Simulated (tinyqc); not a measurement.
Fermi-Dirac statistics of conduction electrons: sweeps and comparisons. A value that a table varies takes the place of the one given here.

Non-parabolic band E (1 + alpha E) = c k^2/m: n = Nc (2/sqrt(pi)) integral_0^infinity sqrt(x (1 + a x)) (1 + 2 a x) dx/(1 + exp(x - eta)) with a = alpha kT and eta = (EF - Ec)/kT; a = 0 gives n = Nc F_1/2(eta).

Constants: hbar^2/2m0 = 3.80998211 eV angstrom^2; kB = 8.617333262e-05 eV/K.

Inputs chosen for the exercise (near those of InAs, lowest valleys alone; shifted at random, so the results belong to these values and not to a real crystal):
```
symbol  value    unit      meaning
m       0.0271   m0        density-of-states mass of the conduction band
T       95       K
alpha   2.34     1/eV      non-parabolicity
m1      0.0271   m0        mass of one isotropic band with spin
L       50       angstrom  confinement length used to compare densities
n       1.5e+15  1/cm^3    electron density
```

## Parabolic against non-parabolic filling

N = 2 (m kB T/(4 pi c))^(3/2) with c = hbar^2/2m0, in 1/angstrom^3; times 1e24 for 1/cm^3. k_F = (3 pi^2 n)^(1/3) and the energy E0 that solves E (1 + alpha E) = c k_F^2/m give the limit of zero temperature.

EF - Ec (meV):
```
n (1/cm^3)  parabolic  non-parabolic  non-parabolic, 0 K
2.0e+15         -18.5          -19.1                 2.1
8.0e+15          -6.3           -7.0                 5.3
3.0e+16           7.6            6.5                12.6
1.0e+17          26.8           24.4                27.3
3.0e+17          59.4           52.0                53.6
1.0e+18         134.1          106.5               107.5
```

Non-parabolicity lowers EF by 0.6 meV at the lowest density and by 27.6 meV at the highest, where alpha (EF - Ec) = 0.25. Temperature lowers EF below its 0 K value by 21.3 meV at the lowest density and by 1.0 meV at the highest. EF enters the band between 8e+15 and 3e+16 1/cm^3.

## Dimension (statistics of electrons in three, two and one dimensions)

One band edge at E = 0, lambda = sqrt(4 pi c/(m1 kT)) with c = hbar^2/2m0. Densities with spin: n3 = (2/lambda^3) F_1/2(eta), n2 = (2/lambda^2) F_0(eta) with F_0 = ln(1 + exp(eta)), n1 = (2/lambda) F_-1/2(eta). F_j(eta) = (1/Gamma(j + 1)) integral_0^infinity x^j dx/(1 + exp(x - eta)), which tends to exp(eta) for eta << 0.

The last two columns turn the sheet and line densities into volume densities, n2/L and n1/L^2, over n3.

Densities:
```
eta  n3 (1/cm^3)  n2 (1/cm^2)  n1 (1/cm)  (n2/L)/n3  (n1/L^2)/n3
-4      3.63e+14     1.68e+09   7.78e+03       9.27         85.8
-2      2.58e+15     1.18e+10   5.32e+04       9.12         82.6
-1      6.54e+15     2.90e+10   1.27e+05       8.88         77.4
0       1.53e+16     6.42e+10   2.60e+05       8.42         68.2
1       3.14e+16     1.22e+11   4.42e+05       7.74         56.3
2       5.63e+16     1.97e+11   6.30e+05       7.00         44.8
4       1.30e+17     3.72e+11   9.41e+05       5.73         29.0
8       3.46e+17     7.41e+11   1.36e+06       4.28         15.8
```

lambda = 464.6 angstrom

Far below the edge all three follow exp(eta), and the ratios tend to lambda/L = 9.291 and its square. From eta = 4 to 8 the densities grow by 2.67, 1.99 and 1.45, near the powers 2^(3/2), 2 and 2^(1/2) that the densities of states E^(1/2), E^0 and E^(-1/2) give. One subband serves while EF stays several kT below the second, 203.4 kT up for hard walls; rows with a larger eta, if any, overfill it.

## What moves the Fermi level

N = 2 (m kB T/(4 pi c))^(3/2) with c = hbar^2/2m0, in 1/angstrom^3; times 1e24 for 1/cm^3. Each row changes one parameter from the base and keeps the others.

Results:
```
case                parabolic EF - Ec (meV)  non-parabolic EF - Ec (meV)
base                                 -20.97                       -21.57
m = 0.0244 m0                        -19.64                       -20.24
T = 145 K                            -40.08                       -41.44
n = 7.5e+14 1/cm^3                   -26.75                       -27.34
alpha = 3.51 1/eV                    -20.97                       -21.86
```

The largest shifts from the base row, up to three for each result and ties (the steps differ in size, so this ranks the rows, not the parameters). parabolic EF - Ec (meV): T -19.12, n -5.78, m +1.33; unchanged at the printed digits by alpha. non-parabolic EF - Ec (meV): T -19.87, n -5.77, m +1.32.

Run: tinyqc, `OMP_NUM_THREADS=1 python tinyqc.py 1680775 1680776 out.jsonl`; Intel(R) Xeon(R) Processor @ 2.30GHz, one thread, shared host; about 0.01 s of CPU time with all checks.
